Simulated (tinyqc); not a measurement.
# Changing the time step dt

Model: molecular dynamics of a small cluster by velocity Verlet steps. Computed by tinyqc, a small Python program. Command: `OMP_NUM_THREADS=1 python tinyqc.py 3009486 3009487 out.jsonl verlet sweep`. One thread of a shared host (Intel(R) Xeon(R) Processor @ 2.30GHz), about 0.1 s of CPU time with the checks.

E = sum_(i<j) phi(r_ij), phi(r) = eps [exp(-2 alpha (r - r0)) - 2 exp(-alpha (r - r0))]; the force on i is -sum_j phi'(r_ij) (R_i - R_j)/r_ij.

Inputs (values chosen for the exercise, for model atoms): length r0 = 2.6 angstrom; well depth eps = 0.36 eV; stiffness alpha = 2.04 1/angstrom; atomic mass M = 169 u; steps = 200; target temperature T0 = 300 K; coupling time tau = 50 fs.

Potential: Morse. Thermostat: Berendsen.

starting positions (angstrom), rows atom 1, atom 2, atom 3, atom 4, atom 5, atom 6, columns x, y, z:
```
[[-0.01, -0.04, -0.01],
 [2.6, 0.03, -0.08],
 [2.57, 2.62, -0.03],
 [-0.05, 2.6, 0.01],
 [1.29, 1.33, 1.83],
 [1.28, 1.31, -1.82]]
```

starting velocities (angstrom/fs), rows atom 1, atom 2, atom 3, atom 4, atom 5, atom 6, columns x, y, z:
```
[[-0.00111, 0.00086, 0.00382],
 [-0.00101, 0.00144, -0.0008],
 [0.00037, -0.00137, -0.00056],
 [0.00143, 0.0019, -0.00124],
 [0.0015, -0.00198, -0.00204],
 [-0.00118, -0.00085, 0.00083]]
```

Constants: 1 eV/(angstrom u) = 9.648533212e-03 angstrom/fs^2; k_B = 8.617333262e-05 eV/K.

Method:
- Relax the cluster, diagonalise the Hessian (central differences): omega_max = sqrt(c lambda_max/M). Verlet steps are stable for omega_max dt < 2.
- Velocity Verlet: a = c F/M with c = 9.648533212e-3 angstrom/fs^2 per eV/(angstrom u); R(new) = R + v dt + a dt^2/2; v(new) = v + (a + a(new)) dt/2. Kinetic energy K = M v^2/(2c); temperature T = 2K/((3N - 3) k_B), rotation of the cluster included. After each step v is scaled by sqrt(1 + (dt/tau)(T0/T - 1)).
- Spread = largest minus smallest value. The test of the step is the spread (largest minus smallest) of the total energy over the run without thermostat, against the spread of K; the step passes below 5 %. The mean T is over the second half.

One run for each value:
```
time step dt (fs)  spread of the total energy (eV)  spread of the total over spread of K  omega_max dt
1.1                                      0.0000276                              0.000145       0.02967
1.6                                      0.0000584                              0.000308       0.04316
2.5                                      0.0001426                              0.000752       0.06744
3.8                                      0.0003283                              0.001733       0.10250
5.7                                      0.0007567                              0.003473       0.15376
8.6                                      0.0017387                              0.007998       0.23198
13.0                                     0.0039781                              0.018564       0.35067
```

Over the rows, spread of the total energy (eV) rises from 2.76e-5 to 0.00398 (exponent d ln y / d ln x about 2.0 throughout); spread of the total over spread of K rises from 1.45e-4 to 0.0186 (exponent d ln y / d ln x between 1.7 and 2.0). The exponent of spread of the total energy stays between 1.99 and 2.06, near 2: Verlet steps are of second order. The number of steps is fixed, so a longer step also covers a longer run; for runs of many periods the error scales as dt^2.

Extremes, crossings and ranges named in words are read from the listed rows.
